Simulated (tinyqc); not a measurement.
Worked calculation: tight binding, honeycomb lattice. Computed by tinyqc, a small Python program that keeps every step. Settings: t1 = 1.5, t2 = 0, phi = 0, delta = 0, points = 5. Command: `OMP_NUM_THREADS=1 python tinyqc.py 22597 22598 out.jsonl` (the two numbers bound the seeds that draw the settings). One thread of a shared host (Intel(R) Xeon(R) Processor @ 2.60GHz), about 0.01 s of CPU time with the checks.

## Bloch Hamiltonian at k

Parameters chosen for this model:
```
parameter     value                        unit
t1         1.500000                 eV, nearest
t2                0       eV, second neighbours
phi               0  rad, phase of t2 (Haldane)
delta             0          eV, +/- on A and B
```

k point k (fractions of the reciprocal vectors): [-0.010000, 0.140000]

H_AB = -t1 (1 + exp(-i k.a1) + exp(-i k.a2)); H_AA = delta - 2 t2 sum cos(k.b + phi), H_BB = -delta - 2 t2 sum cos(k.b - phi), b = a1, a2 - a1, -a2.

H(k) at k (eV), order A, B:
$$\begin{pmatrix}
0.000000 & -3.953176+1.061584i \\
-3.953176-1.061584i & 0.000000
\end{pmatrix}$$

## Levels at k

Diagonalise the Hermitian matrix.

eigenvalues (eV): [-4.093234, 4.093234]

weights |c|^2 of the basis functions, order A, B:
$$\begin{pmatrix}
0.500000 & 0.500000 \\
0.500000 & 0.500000
\end{pmatrix}$$

## Bloch Hamiltonian at K

k point K (fractions of the reciprocal vectors): [0.333333, 0.666667]

As before.

H(k) at K (eV), order A, B:
$$\begin{pmatrix}
0.000000 & 0.000000 \\
0.000000 & 0.000000
\end{pmatrix}$$

## Levels at K

As before.

eigenvalues (eV): [0.000000, 0.000000]

## Bands along a path

The same steps at evenly spaced points between the labelled ones.

Bands along the path (eV):
```
k             band 1    band 2
G          -4.500000  4.500000
G-K 0.33   -3.798133  3.798133
G-K 0.67   -2.020945  2.020945
K                  0         0
K-M 0.33   -0.798133  0.798133
K-M 0.67   -1.319078  1.319078
M          -1.500000  1.500000
M-K' 0.33  -1.319078  1.319078
M-K' 0.67  -0.798133  0.798133
K'                 0         0
```

With 1 band(s) filled, the highest filled level on these points lies at K and the lowest empty one at K: the bands touch or overlap, so there is no gap.
